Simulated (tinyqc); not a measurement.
Character of the line: straight dislocations in isotropic elasticity: fields, energies, partials, Peierls stress and walls. Computed by tinyqc, a small Python program. Command: `OMP_NUM_THREADS=1 python tinyqc.py 3021739 3021740 out.jsonl disloc walk`. One thread of a shared host (Intel(R) Xeon(R) Processor @ 2.30GHz), about 0.01 s of CPU time with the checks.

The line runs along z, the glide plane is y = 0, and beta is the angle between b and the line (0 screw, 90 degrees edge): b_e = b sin(beta) along +x with the extra half plane at y > 0, b_s = b cos(beta). Stress is positive in tension.

Inputs (values chosen for the exercise, modelled on silicon):
```
quantity                       value      unit
shear modulus G                 67.4       GPa
Poisson ratio nu               0.214         -
Burgers vector b                3.84  angstrom
stacking-fault energy gamma     49.4    mJ/m^2
dislocation density rho      6.9e+09     1/m^2
core radius r0/b                 0.5         -
```

Character: screw.

Constants: 1 eV/angstrom^3 = 160.2176634 GPa.

Method:
- Energy factor K = G [cos^2(beta) + sin^2(beta)/(1 - nu)].
- E = K b^2/(4 pi) ln(R/r0) with R = 1/(2 sqrt(rho)); tension T = E + d^2E/d(beta)^2 = G b^2 [1 + nu - 3 nu sin^2(beta)]/(4 pi (1 - nu)) ln(R/r0). The core energy is taken into r0.
- Shockley partials have b_p = b/sqrt(3) at the angles beta -/+ 30 degrees; their repulsion balances the fault at d = G b_p^2/(8 pi gamma) (2 - nu)/(1 - nu) [1 - 2 nu cos(2 beta)/(2 - nu)].
- E = K b^2/(4 pi) ln(R/r0); T = G b^2 [1 + nu - 3 nu sin^2(beta)]/(4 pi (1 - nu)) ln(R/r0).

ln(R/r0) = 10.3530

From screw to edge:
```
beta (degrees)  K (GPa)  E (eV/nm)  T (eV/nm)  d (nm)
0                67.400     51.106     78.934  4.6101
15               68.629     52.038     76.138  4.8048
30               71.988     54.584     68.498  5.3366
45               76.575     58.063     58.063  6.0631
60               81.163     61.541     47.627  6.7896
75               84.521     64.088     39.988  7.3214
90               85.751     65.020     37.191  7.5160
```

The edge costs 1/(1 - nu) = 1.272 times the screw in energy, yet its tension is only (1 - 2 nu)/(1 + nu) = 0.471 of the screw value, so loops under stress are elongated along b. The edge splits 1.63 times as widely, (2 + nu)/(2 - 3 nu), since there the larger, edge parts of the partials repel with the factor 1/(1 - nu) and the small screw parts attract, while in the screw the roles are exchanged.
